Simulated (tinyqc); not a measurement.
Diamond against structures with more neighbours: Stillinger-Weber potential for a tetrahedral semiconductor. Computed by tinyqc, a small Python program. Command: `OMP_NUM_THREADS=1 python tinyqc.py 3014722 3014723 out.jsonl swsi walk`. One thread of a shared host (Intel(R) Xeon(R) Processor @ 2.30GHz), about 0.03 s of CPU time with the checks.

With x = r/sigma: pair term eps A (B x^-4 - 1) exp(1/(x - a)); for each pair of neighbours j, k of atom i, three-body term eps lambda exp(gamma/(x_ij - a) + gamma/(x_ik - a)) (cos theta_jik + 1/3)^2; both vanish beyond x = a. A = 7.049556277, B = 0.6022245584, a = 1.8.

Inputs (values chosen for the exercise, modelled on silicon):
```
quantity                    value      unit
energy scale eps            2.218        eV
length scale sigma          2.107  angstrom
three-body strength lambda   22.1         -
gamma                         1.2         -
```

Method. Each structure is relaxed in its neighbour distance d (lowest minimum for d between sigma and 1.7 sigma), with all neighbours inside the cut-off, second shells too where they fall inside.

Energies per atom (eV):
```
structure     first neighbours  d (angstrom)     pair  three-body    total  volume (angstrom^3)
diamond                      4        2.3650  -4.4360      0.0000  -4.4360               20.367
simple cubic                 6        2.6380  -5.7099      1.6380  -4.0719               18.357
bcc                          8        2.8359  -6.3648      2.3369  -4.0278               17.557
fcc                         12        2.9593  -6.3265      2.4210  -3.9055               18.325
```

What follows from these numbers?

The order is diamond < simple cubic < bcc < fcc, the lowest two 0.364 eV apart. Against diamond the pair energy changes by -1.27 (simple cubic), -1.93 (bcc), -1.89 (fcc) eV, while angles away from 109.47 degrees cost 1.64, 2.34, 2.42 eV; the bonds stretch to 2.96 angstrom in fcc to weaken that penalty.

Extremes, crossings and ranges named in words are read from the listed rows.
